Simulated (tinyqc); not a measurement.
Worked calculation: CCSD on RHF in the sto-3g basis, frozen core, for BeH+, spin multiplicity 1. Computed by tinyqc, a small Python program that keeps every step (integrals from PySCF). Settings: charge = 1, multiplicity = 1, basis = sto-3g, method = RHF, frozen orbitals = 1, energy threshold = 1e-10, iteration cap = 70, orthogonalisation = symmetric, start = Wolfsberg-Helmholz matrix, DIIS depth = 6, amplitude equations = CCSD, DIIS depth for amplitudes = 4, cap on updates = 50. Command: `OMP_NUM_THREADS=1 python tinyqc.py 31723 31724 out.jsonl` (the two numbers bound the seeds that draw the settings). One thread of a shared host (Intel(R) Xeon(R) Processor @ 2.60GHz), about 0.2 s of CPU time with the checks. The early iterations of the SCF are left out here.

## One-electron integrals

Geometry (angstrom):
```
atom         x         y         z
Be    0.000000  0.000000  0.000000
H     0.000000  0.000000  1.394000
```

Basis sto-3g: exponents (1/bohr^2) and contraction coefficients of normalised primitives:
```
element  l (shell)   exponent  coefficient
Be           s (1)  30.167871     0.154329
Be           s (1)   5.495115     0.535328
Be           s (1)   1.487193     0.444635
Be           s (2)   1.314833    -0.099967
Be           s (2)   0.305539     0.399513
Be           s (2)   0.099371     0.700115
Be           p (3)   1.314833     0.155916
Be           p (3)   0.305539     0.607684
Be           p (3)   0.099371     0.391957
H            s (1)   3.425251     0.154329
H            s (1)   0.623914     0.535328
H            s (1)   0.168855     0.444635
```

Overlap, kinetic and nuclear-attraction integrals over the contracted functions; the nuclear repulsion is the sum of Za Zb / Rab.

nuclear repulsion = 1.51844250 hartree

overlap S:
```
           1Be 1s    1Be 2s   1Be 2px   1Be 2py   1Be 2pz     2H 1s
1Be 1s   1.000000  0.259517  0.000000  0.000000  0.000000  0.061689
1Be 2s   0.259517  1.000000  0.000000  0.000000  0.000000  0.438294
1Be 2px  0.000000  0.000000  1.000000  0.000000  0.000000  0.000000
1Be 2py  0.000000  0.000000  0.000000  1.000000  0.000000  0.000000
1Be 2pz  0.000000  0.000000  0.000000  0.000000  1.000000  0.510203
2H 1s    0.061689  0.438294  0.000000  0.000000  0.510203  1.000000
```

kinetic energy T (hartree):
```
            1Be 1s     1Be 2s   1Be 2px   1Be 2py   1Be 2pz      2H 1s
1Be 1s    6.693975  -0.033012  0.000000  0.000000  0.000000  -0.015565
1Be 2s   -0.033012   0.211111  0.000000  0.000000  0.000000   0.061005
1Be 2px   0.000000   0.000000  0.660592  0.000000  0.000000   0.000000
1Be 2py   0.000000   0.000000  0.000000  0.660592  0.000000   0.000000
1Be 2pz   0.000000   0.000000  0.000000  0.000000  0.660592   0.176165
2H 1s    -0.015565   0.061005  0.000000  0.000000  0.176165   0.760032
```

nuclear attraction V (hartree):
```
             1Be 1s     1Be 2s    1Be 2px    1Be 2py    1Be 2pz      2H 1s
1Be 1s   -14.940703  -1.997761   0.000000   0.000000  -0.016632  -0.475778
1Be 2s    -1.997761  -2.671647   0.000000   0.000000  -0.141960  -1.172374
1Be 2px    0.000000   0.000000  -2.616420   0.000000   0.000000   0.000000
1Be 2py    0.000000   0.000000   0.000000  -2.616420   0.000000   0.000000
1Be 2pz   -0.016632  -0.141960   0.000000   0.000000  -2.726876  -1.348527
2H 1s     -0.475778  -1.172374   0.000000   0.000000  -1.348527  -2.735432
```

core Hamiltonian H = T + V (hartree):
```
            1Be 1s     1Be 2s    1Be 2px    1Be 2py    1Be 2pz      2H 1s
1Be 1s   -8.246728  -2.030773   0.000000   0.000000  -0.016632  -0.491343
1Be 2s   -2.030773  -2.460536   0.000000   0.000000  -0.141960  -1.111369
1Be 2px   0.000000   0.000000  -1.955828   0.000000   0.000000   0.000000
1Be 2py   0.000000   0.000000   0.000000  -1.955828   0.000000   0.000000
1Be 2pz  -0.016632  -0.141960   0.000000   0.000000  -2.066284  -1.172361
2H 1s    -0.491343  -1.111369   0.000000   0.000000  -1.172361  -1.975400
```

## Two-electron integrals

Functions are numbered as in S; the eight-fold symmetry (ij|kl) = (ji|kl) = (kl|ij) leaves the list below.

Two-electron integrals (ij|kl) in chemists' order, unique and non-zero (hartree):
```
(11|11) 2.298831   (21|11) 0.392036   (21|21) 0.079539   (22|11) 0.570988
(22|21) 0.143041   (22|22) 0.417683   (31|31) 0.014607   (32|31) 0.021888
(32|32) 0.092265   (33|11) 0.569578   (33|21) 0.143083   (33|22) 0.417589
(33|33) 0.449859   (41|41) 0.014607   (42|41) 0.021888   (42|42) 0.092265
(43|43) 0.024249   (44|11) 0.569578   (44|21) 0.143083   (44|22) 0.417589
(44|33) 0.401360   (44|44) 0.449859   (51|51) 0.014607   (52|51) 0.021888
(52|52) 0.092265   (53|53) 0.024249   (54|54) 0.024249   (55|11) 0.569578
(55|21) 0.143083   (55|22) 0.417589   (55|33) 0.401360   (55|44) 0.401360
(55|55) 0.449859   (61|11) 0.092154   (61|21) 0.018684   (61|22) 0.033861
(61|33) 0.033616   (61|44) 0.033616   (61|51) 0.001668   (61|52) 0.003129
(61|55) 0.034369   (61|61) 0.004607   (62|11) 0.211238   (62|21) 0.053626
(62|22) 0.169049   (62|33) 0.162790   (62|44) 0.162790   (62|51) 0.007045
(62|52) 0.042110   (62|55) 0.181416   (62|61) 0.013928   (62|62) 0.099469
(63|31) 0.005080   (63|32) 0.023375   (63|53) 0.007415   (63|63) 0.009507
(64|41) 0.005080   (64|42) 0.023375   (64|54) 0.007415   (64|64) 0.009507
(65|11) 0.222296   (65|21) 0.057151   (65|22) 0.189026   (65|33) 0.177829
(65|44) 0.177829   (65|51) 0.011506   (65|52) 0.065747   (65|55) 0.211228
(65|61) 0.015562   (65|62) 0.126859   (65|65) 0.167653   (66|11) 0.376754
(66|21) 0.097409   (66|22) 0.343019   (66|33) 0.318089   (66|44) 0.318089
(66|51) 0.015480   (66|52) 0.117740   (66|55) 0.392610   (66|61) 0.026052
(66|62) 0.253173   (66|65) 0.343673   (66|66) 0.774606
```

## Orthogonalisation

S = U s U^T; symmetric (Loewdin) form X = U s^(-1/2) U^T, so that X^T S X = 1.

eigenvalues of S: 0.317861  0.793968  1.000000  1.000000  1.174883  1.713288

X:
```
            1Be 1s     1Be 2s   1Be 2px   1Be 2py    1Be 2pz      2H 1s
1Be 1s    1.027672  -0.145585  0.000000  0.000000  -0.011394   0.022306
1Be 2s   -0.145585   1.142368  0.000000  0.000000   0.131909  -0.324028
1Be 2px   0.000000   0.000000  1.000000  0.000000   0.000000   0.000000
1Be 2py   0.000000   0.000000  0.000000  1.000000   0.000000   0.000000
1Be 2pz  -0.011394   0.131909  0.000000  0.000000   1.150280  -0.370444
2H 1s     0.022306  -0.324028  0.000000  0.000000  -0.370444   1.262221
```

## Iteration 9 (converged): orbitals

converged F (hartree):
```
            1Be 1s     1Be 2s    1Be 2px    1Be 2py    1Be 2pz      2H 1s
1Be 1s   -5.015404  -1.409959   0.000000   0.000000   0.017197  -0.340427
1Be 2s   -1.409959  -0.872254   0.000000   0.000000  -0.143888  -0.545930
1Be 2px   0.000000   0.000000  -0.141575   0.000000   0.000000   0.000000
1Be 2py   0.000000   0.000000   0.000000  -0.141575   0.000000   0.000000
1Be 2pz   0.017197  -0.143888   0.000000   0.000000  -0.323830  -0.442157
2H 1s    -0.340427  -0.545930   0.000000   0.000000  -0.442157  -0.545984
```

Diagonalise F' = X^T F X, C = X C', fill 2 alpha and 2 beta electrons from the bottom; D = 2 C_occ C_occ^T. Each column has its largest component positive (the first on a tie).

F' = X^T F X (hartree):
```
           1          2          3          4          5          6
1  -4.906440  -0.706413   0.000000   0.000000   0.020827  -0.041087
2  -0.706413  -0.472754   0.000000   0.000000   0.017669  -0.362316
3   0.000000   0.000000  -0.141575   0.000000   0.000000   0.000000
4   0.000000   0.000000   0.000000  -0.141575   0.000000   0.000000
5   0.020827   0.017669   0.000000   0.000000  -0.131806  -0.367708
6  -0.041087  -0.362316   0.000000   0.000000  -0.367708  -0.181937
```

orbital energies (hartree): MO1 -5.018250, MO2 -0.728683, MO3 -0.262592, MO4 -0.141575, MO5 -0.141575, MO6 0.316587

coefficients C:
```
               MO1        MO2        MO3        MO4       MO5        MO6
1Be 1s    0.992930  -0.191810  -0.200997   0.000000  0.000000   0.121785
1Be 2s    0.026535   0.557972   0.762203   0.000000  0.000000  -0.745388
1Be 2px   0.000000   0.000000   0.000000   0.951027  0.309108   0.000000
1Be 2py   0.000000   0.000000   0.000000  -0.309108  0.951027   0.000000
1Be 2pz  -0.001893   0.292391  -0.632029   0.000000  0.000000  -0.996467
2H 1s    -0.002063   0.494330  -0.241493   0.000000  0.000000   1.238239
```

D after iteration 9:
```
            1Be 1s     1Be 2s   1Be 2px   1Be 2py    1Be 2pz      2H 1s
1Be 1s    2.045401  -0.161354  0.000000  0.000000  -0.115926  -0.193732
1Be 2s   -0.161354   0.624074  0.000000  0.000000   0.326191   0.551535
1Be 2px   0.000000   0.000000  0.000000  0.000000   0.000000   0.000000
1Be 2py   0.000000   0.000000  0.000000  0.000000   0.000000   0.000000
1Be 2pz  -0.115926   0.326191  0.000000  0.000000   0.170992   0.289083
2H 1s    -0.193732   0.551535  0.000000  0.000000   0.289083   0.488733
```

Within a degenerate level the vectors are fixed only up to a rotation; this is one choice.

## Convergence

Stop when the energy changes by less than 1e-10 hartree and every element of the error matrix X^T (F D S - S D F) X is below 3e-06.

Course of the cycle:
```
iteration   E (hartree)     change  largest element of the error matrix
1          -14.62844481          -                             1.56e-01
2          -14.65252061  -2.41e-02                             4.50e-02
3          -14.66055268  -8.03e-03                             2.34e-02
4          -14.66295297  -2.40e-03                             3.67e-03
5          -14.66295765  -4.69e-06                             2.00e-03
6          -14.66296567  -8.02e-06                             1.28e-04
7          -14.66296570  -3.12e-08                             2.00e-05
8          -14.66296571  -7.85e-10                             9.35e-08
9          -14.66296571  -2.84e-14                             1.28e-09
```

PySCF RHF in the same basis = -14.66296571 hartree

Converged in 9 iterations.

## Integrals over molecular orbitals

(pq|rs) = sum C_ip C_jq C_kr C_ls (ij|kl), one index at a time.

one-electron integrals over orbitals h = C^T H C (hartree):
```
           1          2          3          4          5          6
1  -8.237085   0.163939   0.203978   0.000000   0.000000  -0.072815
2   0.163939  -2.197391   0.001459   0.000000   0.000000   0.168440
3   0.203978   0.001459  -1.944891   0.000000   0.000000  -0.041560
4   0.000000   0.000000   0.000000  -1.955828   0.000000   0.000000
5   0.000000   0.000000   0.000000   0.000000  -1.955828   0.000000
6  -0.072815   0.168440  -0.041560   0.000000   0.000000  -1.611609
```

Two-electron integrals over orbitals (pq|rs), unique and non-zero (hartree); the lowest 1 orbital is frozen and left out:
```
(22|22) 0.525347    (32|22) -0.067005   (32|32) 0.035831    (33|22) 0.320255
(33|32) 0.029037    (33|33) 0.465871    (42|42) 0.043048    (43|42) 0.031079
(43|43) 0.051878    (44|22) 0.367213    (44|32) 0.019948    (44|33) 0.398268
(44|44) 0.449859    (52|52) 0.043048    (53|52) 0.031079    (53|53) 0.051878
(54|54) 0.024249    (55|22) 0.367213    (55|32) 0.019948    (55|33) 0.398268
(55|44) 0.401360    (55|55) 0.449859    (62|22) 0.057060    (62|32) -0.046653
(62|33) -0.026445   (62|44) -0.055724   (62|55) -0.055724   (62|62) 0.121617
(63|22) -0.056042   (63|32) 0.030355    (63|33) 0.057108    (63|44) 0.018398
(63|55) 0.018398    (63|62) -0.047571   (63|63) 0.048589    (64|42) -0.029676
(64|43) -0.014200   (64|64) 0.026247    (65|52) -0.029676   (65|53) -0.014200
(65|65) 0.026247    (66|22) 0.521763    (66|32) -0.065774   (66|33) 0.349620
(66|44) 0.371523    (66|55) 0.371523    (66|62) 0.086853    (66|63) -0.055788
(66|66) 0.559340
```

## CCSD: starting amplitudes

t_ij^ab = <ij||ab> / (e_i + e_j - e_a - e_b), whose energy is MP2.

Starting amplitudes (spin orbitals 1a, 1b, ...; amplitudes related by a flip of all spins are not repeated):
```
from      to          t
2a 2b  6a 6b  -0.058175
2a 2b  3a 3b  -0.038438
2a 2b  4a 4b  -0.036661
2a 2b  5a 5b  -0.036661
2a 2b  3a 6b   0.030868
```

correlation energy = -0.01448891 hartree

## CCSD: amplitude update 1

t_i^a D_i^a and t_ij^ab D_ij^ab are set to the remaining terms of the spin-orbital equations, evaluated with the old amplitudes; for the doubles these are <ij||ab> + 1/2 <ab||ef> t_ij^ef + 1/2 <mn||ij> t_mn^ab + P(ij)P(ab) <mb||ej> t_im^ae + terms in t^2 + terms with t1, D the orbital-energy denominators.

Amplitudes after update 1 (spin orbitals 1a, 1b, ...; amplitudes related by a flip of all spins are not repeated):
```
from      to          t
2a 2b  6a 6b  -0.077368
2a 2b  3a 3b  -0.047838
2a 2b  3a 6b   0.045687
2a 2b  4a 4b  -0.044431
2a 2b  5a 5b  -0.044431
2a        3a   0.010392
2a        6a   0.002061
```

correlation energy = -0.01920915 hartree

## CCSD: amplitude update 2

As before.

Amplitudes after update 2 (spin orbitals 1a, 1b, ...; amplitudes related by a flip of all spins are not repeated):
```
from      to          t
2a 2b  6a 6b  -0.083347
2a 2b  3a 3b  -0.054129
2a 2b  3a 6b   0.052442
2a 2b  4a 4b  -0.045941
2a 2b  5a 5b  -0.045941
2a        3a   0.018356
2a        6a   0.003977
```

correlation energy = -0.02091724 hartree

## CCSD: amplitude update 3

t_i^a D_i^a and t_ij^ab D_ij^ab are set to the remaining terms of the spin-orbital equations, evaluated with the old amplitudes; for the doubles these are <ij||ab> + 1/2 <ab||ef> t_ij^ef + 1/2 <mn||ij> t_mn^ab + P(ij)P(ab) <mb||ej> t_im^ae + terms in t^2 + terms with t1, D the orbital-energy denominators. DIIS then mixes the stored amplitudes.

DIIS coefficients: -0.876251  1.876251

Amplitudes after update 3 (spin orbitals 1a, 1b, ...; amplitudes related by a flip of all spins are not repeated):
```
from      to          t
2a 2b  6a 6b  -0.086412
2a 2b  3a 3b  -0.062611
2a 2b  3a 6b   0.058734
2a 2b  4a 4b  -0.046241
2a 2b  5a 5b  -0.046241
2a        3a   0.028906
2a        6a   0.006443
```

correlation energy = -0.02219638 hartree

## CCSD: convergence

E_corr = 1/4 sum <ij||ab> t_ij^ab + 1/2 sum <ij||ab> t_i^a t_j^b; stop when the norm of the change is below 1e-8.

Course of the amplitude iterations:
```
update  correlation energy (hartree)  norm of the change
0                        -0.01448891                   -
1                        -0.01920915            6.55e-02
2                        -0.02091724            2.86e-02
3                        -0.02219638            1.58e-02
4                        -0.02229561            5.76e-03
5                        -0.02230281            8.02e-04
6                        -0.02230190            9.71e-05
7                        -0.02230175            9.14e-06
8                        -0.02230179            1.99e-06
9                        -0.02230185            8.56e-07
10                       -0.02230186            6.99e-08
11                       -0.02230186            5.72e-09
```

Converged amplitudes (spin orbitals 1a, 1b, ...; amplitudes related by a flip of all spins are not repeated):
```
from      to          t
2a 2b  6a 6b  -0.084320
2a 2b  3a 3b  -0.068461
2a 2b  3a 6b   0.060634
2a 2b  4a 4b  -0.046064
2a 2b  5a 5b  -0.046064
2a        3a   0.036786
2a        6a   0.007613
```

CCSD total energy = -14.68526756 hartree

T1 diagnostic, norm of the one-spin t1 over sqrt(correlated electrons) = 0.026563

Converged in 11 updates, with DIIS from the third.
